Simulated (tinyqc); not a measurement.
Inside a calculation: interface roughness in a thin film (subband fluctuation and scattering). Values are carried at full precision from step to step, so a last printed digit may differ when a step is redone from the rounded ones.

Square well of width t, barriers V0, c = hbar^2/2m0: E1 solves k t + 2 atan[(k/mz)/(kappa/mb)] = pi, k = sqrt(mz E/c), kappa = sqrt(mb (V0 - E)/c). One interface is rough, so the subband edge fluctuates by G dt with G = |dE1/dt| (central difference of 0.01 angstrom; 2 E1/t for hard walls).

Constants: hbar^2/2m0 = 3.80998211 eV angstrom^2; e^2/(4 pi eps0) = 14.39964547 eV angstrom; hbar = 6.58211957e-16 eV s.

Inputs chosen for the exercise (near those of a thin Si channel on (100), two-fold valleys; the results hold for these values, not for the real material): t = 24 angstrom (film thickness); mz = 0.925 m0 (confinement mass); V0 = 2.92 eV (barrier); mb = 0.51 m0 (barrier mass); D = 2.1 angstrom (rms height of the roughness); md = 0.188 m0 (mass in the plane); gv = 2 (valleys); Lc = 42 angstrom (correlation length); Ns = 4.5 x 1e12/cm^2 (sheet density); eps = 7.8 (mean dielectric constant at the channel); Lg = 120 angstrom (gate length); Wg = 150 angstrom (gate width).

## Sensitivity of the level to thickness

Give E1, G, the hard-wall values and the rms fluctuation G D.

E1 = 61.19 meV
G = |dE1/dt| = 4.7433 meV/angstrom

hard walls: E1 (meV) and G (meV/angstrom): 70.576  5.881

G D = 9.96 meV

Hard walls overstate G by a factor 1.24, and the scattering rate, which goes as G^2, by 1.54.

## The angular integrand

Gaussian roughness spectrum S(q) = pi D^2 Lc^2 exp(-q^2 Lc^2/4). Degenerate gas, taken to fill one subband (the second starts to fill once c kF^2/md exceeds E2 - E1, which is not tested here): kF = sqrt(2 pi Ns/gv), q = 2 kF sin(theta/2), 1/tau = (md/(2 pi c hbar)) G^2 times the integral from 0 to pi of S(q)(1 - cos theta)/eps(q)^2 dtheta, eps(q) = 1 + qs/q with screening (qs = gv md q0/(c eps), q0 = e^2/(4 pi eps0), form factors left out, which overstates the screening; other scattering is left out too, so these values lie far above measured mobilities in all but the thinnest films) or 1 without; mobility = tau c2/md with c2 = e/m0 = 1.75882e15 cm^2/(V s^2); 1e12/cm^2 = 1e-4/angstrom^2.

kF, qs, and exp(-q^2 Lc^2/4)(1 - cos theta) without and with the factor 1/eps^2 at theta = 30, 60, ..., 180 degrees.

kF = 0.03760 1/angstrom
qs = 0.1822 1/angstrom

Integrand:
```
theta  q (1/angstrom)   bare  eps(q)  screened
30             0.0195  0.113   10.36   0.00106
60             0.0376  0.268    5.85   0.00784
90             0.0532  0.287    4.43    0.0147
120            0.0651  0.231    3.80    0.0160
150            0.0726  0.182    3.51    0.0148
180            0.0752  0.165    3.42    0.0141
```

kF Lc = 1.58: the spectrum cuts off large angles, and the bare integrand is largest at 90 degrees among these rows.

## Scattering time and mobility

Integrate over theta.

Results:
```
case      integral  tau (fs)  mobility (cm^2/(V s))
bare        0.6098     250.0                   2338
screened   0.03217      4738              4.433e+04
```

Screening raises the mobility by a factor 19.0. With it kF l = 412, so by this rate the carriers are far from localisation. Phonons, and the gate field that presses carriers to the wall, limit real channels far below this value.

## Threshold variation

Averaged over an area A = Lg Wg much larger than Lc^2, the thickness varies by D sqrt(pi Lc^2/A), so sigma(Vt) = G D Lc sqrt(pi/A)/e; the Pelgrom coefficient is sigma sqrt(A) (1 micrometre = 1e4 angstrom).

rms of the mean thickness = 1.165 angstrom
sigma(Vt) = 5.527 mV
coefficient = 0.0742 mV micrometre

The electrostatic effect of the thickness is left out. Lc is not small against the gate, so the averaging formula overstates the variation.

## Checks

- G from the envelope at the wall, psi(t/2)^2 (E1 + c mz (kappa/mb)^2), against the difference quotient, meV/angstrom: both 4.743.
- Bare integral for Lc -> 0 against pi: both 3.1416.

tinyqc: `OMP_NUM_THREADS=1 python tinyqc.py 1282516 1282517 out.jsonl`; about 0.02 s, one thread, shared Intel(R) Xeon(R) Processor @ 2.30GHz.
